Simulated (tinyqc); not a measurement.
## Site energy and hopping from one surface Green function

Question. A semi-infinite chain with site energy e0 and hopping -t has g_s = 1/(E - e0 - t^2 g_s). Inside the band |g_s| = 1/t and Re g_s = (E - e0)/(2 t^2). Find t and e0.

g_s at E = 5.25 eV = 0.24897119-0.27420349i 1/eV

Solution. t = 1/|g_s|, and e0 = E - 2 t^2 Re g_s.

t = 2.700 eV
e0 = 1.620 eV

Computed by the program tinyqc: `OMP_NUM_THREADS=1 python tinyqc.py 2680135 2680136 out.jsonl`, one thread of a shared Intel Xeon 2.30GHz, about 0.02 s for the whole run.
